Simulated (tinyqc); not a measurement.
# From one set of inputs to another, one input at a time

Model: electroplating on a thin resistive seed layer: kinetics, Wagner number and the terminal effect across a wafer. Computed by tinyqc, a small Python program. Command: `OMP_NUM_THREADS=1 python tinyqc.py 3121520 3121521 out.jsonl terminal ladder`. One thread of a shared host (Intel(R) Xeon(R) Processor @ 2.30GHz), about 0.05 s of CPU time with the checks.

Current enters the seed at the rim. The bath is treated as a local resistance per area (no lateral flow in the liquid), two electrons per ion, molar volume 7.11 cm^3/mol, Faraday constant F = e N_A, kinematic viscosity 0.01 cm^2/s, omega = 2 pi x rpm/60; k_B T/e is in volts.

The inputs printed are set A. Inputs not listed in the table keep their values of set A, so the rows need not describe a real material.

Inputs (values chosen for the exercise, of the order of those for copper plating from an acid sulfate bath): wafer radius R = 10 cm; seed thickness t = 20 nm; seed resistivity = 10 microohm cm; bath conductivity kappa = 0.051 S/cm; gap to the anode h = 9.8 cm; extra resistance of a porous plate = 150 ohm cm^2; exchange current density i_0 = 0.027 mA/cm^2; cathodic transfer coefficient alpha = 0.88; mean current density = 9.2 mA/cm^2; diffusivity of the metal ion = 5.4e-06 cm^2/s; metal ion concentration = 0.44 mol/L; rotation rate = 200 rpm; temperature T = 298 K.

Constants: e = 1.602176634e-19 C; N_A = 6.02214076e+23 1/mol; k_B = 8.617333262e-05 eV/K.

Method:
- Growth rate = i V_m/(2 F). Levich limit i_L = 0.62 x 2 F D^(2/3) omega^(1/2) nu^(-1/6) c. Tafel overpotential eta = (k_B T/(alpha e)) ln(i/i_0); kinetic resistance k_B T/(alpha e i); bath resistance h/kappa + plate; R_s = resistivity/t; Wagner number = kinetic resistance x kappa/R.
- Linearised: with R_t = kinetic + bath resistance the current density obeys (1/r)(r i')' = i R_s/R_t, so i = A I_0(r/l), l = sqrt(R_t/R_s); with x = R/l, edge/centre = I_0(x) and edge/mean = x I_0(x)/(2 I_1(x)).
- Voltage drop in the seed for a uniform current: i R_s R^2/4.

Each row keeps all changes above it:
```
input moved                              from     to  edge over centre, linear  length l (cm)  Wagner number
set A                                       -      -                    1.3961         8.3106        0.01618
cathodic transfer coefficient alpha      0.88   0.43                    1.3920         8.3504        0.03311
seed thickness t (nm)                      20     17                    1.4684         7.6987        0.03311
seed resistivity (microohm cm)             10     17                    1.8563         5.9046        0.03311
mean current density (mA/cm^2)            9.2    3.5                    1.8268         5.9935        0.08702
exchange current density i_0 (mA/cm^2)  0.027  0.022                    1.8268         5.9935        0.08702
bath conductivity kappa (S/cm)          0.051    0.2                    2.5381         4.6483        0.34126
gap to the anode h (cm)                   9.8    9.9                    2.5335         4.6536        0.34126
```

Where does the difference come from?

Edge over centre, linear goes from 1.40 to 2.53, a factor 1.81 in all. The largest single move comes from bath conductivity kappa (a factor 1.39). Length l goes from 8.31 to 4.65, a factor 0.560 in all. The largest single move comes from seed resistivity (a factor 0.767). Wagner number goes from 0.0162 to 0.341, a factor 21.1 in all. The largest single move comes from bath conductivity kappa (a factor 3.92). The single moves hold for this order of the switches; the total does not depend on the order.

Extremes, crossings and ranges named in words are read from the listed rows.
